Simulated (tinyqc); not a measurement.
## Resistive crossbar, vector-matrix product with wire resistance: effect of the wire resistance

2 rows and 2 columns. Cell (i, j) joins row node wij to column node bij. Each row is driven at its left end through one wire segment rw; neighbouring nodes along a row or a column are joined by rw; each column ends below the last row in one more rw and a virtual ground, where its current is read. Ideal output: I_j = sum_i V_i G_ij.

The nodal equations (Kirchhoff current law at every node) are solved for each rw; errors are I_j/ideal - 1.

Values chosen for this exercise: input voltages of the rows V = [0.26, 0.16] V.

cell conductances G (uS):
```
	column 1	column 2
row 1	54	180
row 2	180	190
```

Results:
```
rw (ohm)	error, column 1 (%)	error, column 2 (%)
1	-0.05767	-0.09498
2	-0.1153	-0.1898
5	-0.2875	-0.4732
10	-0.5730	-0.9421
20	-1.138	-1.867
100	-5.388	-8.717
200	-10.12	-16.09
500	-21.45	-32.67
```

Estimate the missing row, rw = 50 ohm.

Computed row:
```
rw (ohm)	error, column 1 (%)	error, column 2 (%)
50	-2.786	-4.547
```

With this row back in the table: The error of the last column goes from -0.0950 % at rw = 1 ohm to -32.7 % at 500 ohm, as rw^(1.00) at the start and rw^(0.77) at the end. At 500 ohm the worst column is number 2.

Computed by the program tinyqc: `OMP_NUM_THREADS=1 python tinyqc.py 2880106 2880107 out.jsonl`, one thread of a shared Intel Xeon 2.30GHz, about 0.03 s for the whole run.
